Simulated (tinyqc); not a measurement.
# CMOS inverter, nodal equation and switching: effects of single changes

An n-channel pull-down (bn, VTn) and a p-channel pull-up (bp, VTp) share the input Vin and the output node Vout, which carries the load C. Transistor (EKV form, voltages against the body): I = 2 n b Vt^2 [F(vp - Vs) - F(vp - Vd)] from drain to source, F(v) = ln^2(1 + exp(v/(2 Vt))), vp = (Vg - VT + sg |Vd - Vs|)/n. n-channel bodies are at 0; for the p-channel device all voltages are counted down from Vdd. b in uA/V^2 gives I in uA. Static: In = Ip. Transient: C dVout/dt = Ip - In. No velocity saturation, no gate capacitance beyond C.

Inputs (values chosen for the exercise):
```
symbol  value    unit                                  meaning
T         350       K                              temperature
Vdd       0.7       V                           supply voltage
n        1.41                                     slope factor
sg      0.119                   drain-induced barrier lowering
VTn      0.28       V                      n-channel threshold
VTp       0.4       V          p-channel threshold (magnitude)
bn        850  uA/V^2  gain factor of the pull-down transistor
bp       1100  uA/V^2    gain factor of the pull-up transistor
C        0.73      fF                         load capacitance
```

Constants: q = 1.602176634e-19 C, kB = 1.380649e-23 J/K, Vt = kB T/q. Results are converted to the units shown.

Each table varies one quantity; the others keep the values above.

## Effect of the slope factor

VM solves In = Ip with Vin = Vout; VIL and VIH are the inputs of gain -1, NML = VIL - Vout(VIH), NMH = Vout(VIL) - VIH. For a step input the delay to Vdd/2 is tHL = C times the integral of dV/(In - Ip) from Vdd/2 to Vdd at Vin = Vdd, and tLH likewise with Ip - In from 0 to Vdd/2 at Vin = 0.

Effect of the slope factor:
```
n    VM (V)  gain at VM  NML (V)  NMH (V)  tHL (ps)  tLH (ps)
1    0.3024      -8.392   0.2070   0.3131     2.621     3.550
1.1  0.3028      -8.392   0.2062   0.3114     2.865     3.899
1.2  0.3033      -8.392   0.2054   0.3097     3.115     4.247
1.3  0.3038      -8.392   0.2046   0.3080     3.368     4.593
1.4  0.3042      -8.392   0.2039   0.3063     3.622     4.935
1.5  0.3047      -8.392   0.2033   0.3047     3.877     5.274
1.6  0.3052      -8.392   0.2027   0.3031     4.130     5.607
```

As n goes from 1 to 1.6, VM rises from 0.302 to 0.305 V, the size of the gain stays near 8.39, tHL rises from 2.62 to 4.13 ps and tLH rises from 3.55 to 5.61 ps. The smaller margin is largest, 0.207 V, at n = 1 among the rows.

## Effect of the n-channel threshold

Same model as above.

Results:
```
VTn (V)  VM (V)  gain at VM  NML (V)  NMH (V)  tHL (ps)  tLH (ps)
0.15     0.2482      -8.240   0.1283   0.3558     2.277     4.977
0.2      0.2697      -8.345   0.1577   0.3373     2.691     4.972
0.3      0.3130      -8.396   0.2152   0.2981     3.968     4.969
0.35     0.3348      -8.400   0.2433   0.2774     4.980     4.969
0.4      0.3566      -8.401   0.2708   0.2560     6.431     4.969
0.45     0.3786      -8.400   0.2980   0.2341     8.600     4.969
0.5      0.4006      -8.399   0.3248   0.2115     12.02     4.969
```

Estimate the missing row, VTn = 0.25 V.

Computed row:
```
VTn (V)  VM (V)  gain at VM  NML (V)  NMH (V)  tHL (ps)  tLH (ps)
0.25     0.2913      -8.383   0.1867   0.3181     3.236     4.970
```

With this row back in the table: As VTn goes from 0.15 to 0.5 V, VM rises from 0.248 to 0.401 V, the size of the gain rises from 8.24 to 8.40, tHL rises from 2.28 to 12.0 ps and tLH stays near 4.97 ps. The smaller margin is largest, 0.256 V, at VTn = 0.4 V among the rows. At VTn = 0.15 V the overdrive passes 0.5 V, where velocity saturation, left out here, would lengthen the delays of short devices.

## Effect of the drain-induced barrier lowering

Same model as above.

Results:
```
sg    VM (V)  gain at VM  NML (V)  NMH (V)  tHL (ps)  tLH (ps)
0.01  0.2984      -98.76   0.2439   0.3481     4.677     6.925
0.04  0.3001      -24.92   0.2329   0.3366     4.353     6.285
0.07  0.3018      -14.26   0.2219   0.3251     4.062     5.729
0.1   0.3033      -9.985   0.2109   0.3135     3.800     5.245
0.13  0.3048      -7.682   0.1998   0.3019     3.564     4.820
0.19  0.3076      -5.258   0.1778   0.2787     3.154     4.112
0.22  0.3089      -4.541   0.1668   0.2671     2.976     3.816
```

Estimate the missing row, sg = 0.16.

Computed row:
```
sg    VM (V)  gain at VM  NML (V)  NMH (V)  tHL (ps)  tLH (ps)
0.16  0.3062      -6.243   0.1888   0.2903     3.349     4.445
```

With this row back in the table: As sg goes from 0.01 to 0.22, VM rises from 0.298 to 0.309 V, the size of the gain falls from 98.8 to 4.54, tHL falls from 4.68 to 2.98 ps and tLH falls from 6.93 to 3.82 ps. The smaller margin is largest, 0.244 V, at sg = 0.01 among the rows. Barrier lowering gives both transistors an output conductance, which caps the gain.

Program tinyqc, `OMP_NUM_THREADS=1 python tinyqc.py 2340096 2340097 out.jsonl`; Intel Xeon 2.30GHz, shared host, one thread, about 0.04 s.
